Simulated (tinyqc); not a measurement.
Expansion against temperature: quasi-harmonic thermal expansion with mode Grueneisen parameters. Computed by tinyqc, a small Python program. Command: `OMP_NUM_THREADS=1 python tinyqc.py 3019405 3019406 out.jsonl qha walk`. One thread of a shared host (Intel(R) Xeon(R) Processor @ 2.30GHz), about 0.03 s of CPU time with the checks.

A crystal with two atoms a cell; per atom there are 1 transverse acoustic (TA), 1/2 longitudinal acoustic (LA) and 3/2 optical (O) modes. Every frequency of group i scales as nu_i (V/V0)^(-gamma_i). The acoustic groups have Debye spectra, density 3 nu^2/nu_i^3 up to nu_i (40 Gauss-Legendre points); the optical group has one frequency. Static energy: E = (9 V0 B0/16) [y^3 B' + y^2 (2 - 4 y)], y = (V0/V)^(2/3) - 1, with pressure P_s = (3 B0/2) (z^7 - z^5) [1 + (3/4)(B' - 4)(z^2 - 1)], z = (V0/V)^(1/3).

Inputs (values chosen for the exercise, modelled on zinc selenide):
```
quantity                       value             unit
static volume V0                22.8  angstrom^3/atom
static bulk modulus B0          62.9              GPa
static B'                       4.77                -
frequency nu_TA                 2.04              THz
frequency nu_LA                  5.2              THz
frequency nu_O                  6.76              THz
Grueneisen parameter gamma_TA   -1.1                -
Grueneisen parameter gamma_LA    1.1                -
Grueneisen parameter gamma_O     1.3                -
```

Acoustic groups: Debye.

Constants: h x 1 THz = 4.135667696 meV; k_B = 8.617333262e-05 eV/K; 1 eV/angstrom^3 = 160.2176634 GPa.

Method:
- For a mode with x = h nu/(k_B T), n = 1/(exp(x) - 1): U = h nu (n + 1/2), C/k_B = x^2 n (n + 1); U_i and C_i sum these over group i with its weight per atom.
- Phonon pressure P_ph = sum_i gamma_i U_i/V.
- B_T = -V d(P_s + P_ph)/dV at fixed T (central difference, step 1e-4 V); alpha_V = sum gamma_i C_i k_B/(B_T V), all at V(T); the linear coefficient is alpha_L = alpha_V/3.
- V(T) solves P_s + P_ph = 0. The Grueneisen estimate uses C_i, V0 and B0 at the static volume; gamma_th = sum gamma_i C_i / sum C_i is taken at V(T).

Quasi-harmonic results:
```
T (K)  V/V0 - 1 (%)  B_T (GPa)  alpha_L (ppm/K)  alpha_L, Grueneisen estimate  gamma_th
20           0.3130     62.467          -1.2720                       -1.2752  -0.98874
40           0.3018     62.482          -2.1034                       -2.1064  -0.72002
70           0.2873     62.487          -0.8547                       -0.8701  -0.17499
100          0.2872     62.449           0.7546                        0.7324   0.11720
150          0.3125     62.337           2.4136                        2.3850   0.30524
220          0.3758     62.142           3.4369                        3.3982   0.39089
300          0.4653     61.903           3.9276                        3.8760   0.42588
450          0.6526     61.438           4.2871                        4.2100   0.44860
700          0.9859     60.653           4.4951                        4.3741   0.45927
1000         1.4010     59.706           4.6092                        4.4343   0.46308
```

alpha_L is negative up to 70 K among these rows and changes sign before 100 K, once the LA and optical groups take up heat. gamma_th moves from -0.99, near gamma_TA = -1.1, to 0.46, near the average over all modes, 0.47, as the stiffer groups take up their share of C. B_T changes by -4.4 % over the table, and at the highest T the estimate at fixed V0 and B0 is off by -3.8 %.

Extremes, crossings and ranges named in words are read from the listed rows.
